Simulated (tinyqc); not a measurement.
# Changing the heating rate beta

Model: adsorption as a lattice gas: isotherms with interactions, competition, desorption peaks and saturation dose. Computed by tinyqc, a small Python program. Command: `OMP_NUM_THREADS=1 python tinyqc.py 3003919 3003920 out.jsonl adsorb sweep`. One thread of a shared host (Intel(R) Xeon(R) Processor @ 2.30GHz), about 0.01 s of CPU time with the checks.

One adsorbate per site; a molecule needs 2 empty sites. Gas and surface have the same temperature.

Inputs (values chosen for the exercise, for a model surface): desorption energy E = 1.56 eV; prefactor nu = 9.5e+14 1/s; initial coverage theta_0 = 0.45.

Adsorption: dissociative (second order).

Constants: k_B = 8.617333262e-05 eV/K.

Method. The peak obeys E/(k_B T_p^2) = (nu theta_0/beta) exp(-E/(k_B T_p)) if theta at the peak is theta_0/2. Redhead's shortcut, with the constant 3.46 (3.64 is also in use), reads E back as k_B T_p [ln(nu' T_p/beta) - 3.46], nu' = nu theta_0.

One run for each value:
```
heating rate beta (K/s)  peak temperature T_p (K)  E by Redhead's shortcut (eV)
0.1                                         470.3                         1.568
0.31                                        483.8                         1.567
0.99                                        498.5                         1.566
3.1                                         513.7                         1.565
9.7                                         530.0                         1.563
30                                          547.0                         1.562
96                                          565.8                         1.560
300                                         585.4                         1.559
```

Describe and explain the trends.

Over the rows, peak temperature T_p (K) rises from 470 to 585 (exponent d ln y / d ln x 0.025 between the first rows and 0.030 between the last); E by Redhead's shortcut (eV) falls from 1.568 to 1.559 (exponent d ln y / d ln x -5.4e-4 between the first rows and -9.6e-4 between the last). The slope of ln(beta/T_p^2) against 1/T_p gives E = 1.560 eV without knowledge of nu.

Extremes, crossings and ranges named in words are read from the listed rows.
